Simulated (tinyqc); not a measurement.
Magnetisation curve: two coupled magnetic layers: synthetic antiferromagnet, spin flop, exchange bias and magnetoresistance. Computed by tinyqc, a small Python program. Command: `OMP_NUM_THREADS=1 python tinyqc.py 3020053 3020054 out.jsonl saf walk`. One thread of a shared host (Intel(R) Xeon(R) Processor @ 2.30GHz), about 0.4 s of CPU time with the checks.

Moments lie in the plane at the angles p1, p2 from the field. Energy per area: E = J1 cos(p1 - p2) + J2 cos^2(p1 - p2) - B M_s (t1 cos p1 + t2 cos p2) + K (t1 sin^2 p1 + t2 sin^2 p2).

Inputs (values chosen for the exercise, for a model stack):

| quantity | value | unit |
|---|---|---|
| saturation magnetisation M_s | 1190 | kA/m |
| thickness t1 | 2.4 | nm |
| thickness t2 | 2.4 | nm |
| antiferromagnetic coupling J1 | 0.094 | mJ/m^2 |
| biquadratic coupling J2 | 0.015 | mJ/m^2 |
| in-plane anisotropy K | 7 | kJ/m^3 |
| field over the saturation field | 0.15 | - |

Field direction: along the easy axis.

Method. The parallel state is stable while the Hessian at p1 = p2 = 0 is positive: with c = J1 + 2 J2 and u = B M_s + 2K, (u t1 - c)(u t2 - c) > c^2, so B_sat M_s = c (1/t1 + 1/t2) - 2K. B_K = 2K/M_s. The lowest minimum of E over both angles (from five starts; of two mirror images the one with p1 >= 0, and for equal layers |p1| <= |p2|).

saturation field B_sat = 75.0700 mT

Equilibrium states:

| B/B_sat | B (mT) | p1 (degrees) | p2 (degrees) | m/m_sat |
|---|---|---|---|---|
| 0.02 | 1.501 | 0.000 | -180.00 | 0.0000 |
| 0.06 | 4.504 | 0.000 | -180.00 | 0.0000 |
| 0.12 | 9.008 | 0.000 | -180.00 | 0.0000 |
| 0.20 | 15.014 | 0.000 | -180.00 | 0.0000 |
| 0.30 | 22.521 | 59.245 | -59.24 | 0.5114 |
| 0.45 | 33.782 | 48.798 | -48.80 | 0.6587 |
| 0.60 | 45.042 | 39.305 | -39.31 | 0.7738 |
| 0.80 | 60.056 | 26.154 | -26.15 | 0.8976 |
| 0.95 | 71.317 | 12.590 | -12.59 | 0.9760 |
| 1.10 | 82.577 | 0.000 | 0.00 | 1.0000 |

What follows from these numbers?

The collinear state is the lowest in 4 row(s), with m/m_sat = (t1 - t2)/(t1 + t2) = 0.000; then the moments are canted and close at B_sat. The largest gap between m/m_sat and B/B_sat in the canted rows is 0.211: J2 bends the curve.

Extremes, crossings and ranges named in words are read from the listed rows.
